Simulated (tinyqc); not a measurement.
# Model parameters from four stresses

Inverse problem. The threshold shift of a transistor under bias-temperature stress follows dV = A (V/V0)^g exp[-(Ea q/kB)(1/T - 1/T0)] (t/1 s)^n. Find n, A, g and Ea.

Parameters, values chosen for the exercise: reference stress voltage V0 = 1.2 V; reference temperature T0 = 373 K.

Constants: q = 1.602176634e-19 C, kB = 1.380649e-23 J/K. Results are converted to the units shown.

dV at (V0, T0, 10 s), (V0, T0, 1000 s), (0.9 V, T0, 1000 s) and (V0, 398 K, 1000 s) (mV): 33.724072  61.367723  9.1906102  73.168465

Answer. Each pair differs in one condition, and the logarithm of its ratio gives one exponent.

n = 0.1300
A = 25.00 mV
g = 6.600
Ea = 0.09000 eV

Computed by the program tinyqc: `OMP_NUM_THREADS=1 python tinyqc.py 2070072 2070073 out.jsonl`, one thread of a shared Intel Xeon 2.30GHz, about 0.01 s for the whole run.
